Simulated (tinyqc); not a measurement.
Inside a calculation. Method: tight binding, dimerised chain. One step of it, computed by the program tinyqc.

Task: Levels at k. Diagonalise the Hermitian matrix.

H(k) at k (eV):
```
                     A                    B
A             0.950000  -1.540682+0.084555i
B  -1.540682-0.084555i            -0.950000
```

Give: eigenvalues; weights |c|^2 of the basis functions.

Result:

eigenvalues (eV): -1.8120  1.8120

weights |c|^2 of the basis functions:
```
   band 1  band 2
A  0.2379  0.7621
B  0.7621  0.2379
```
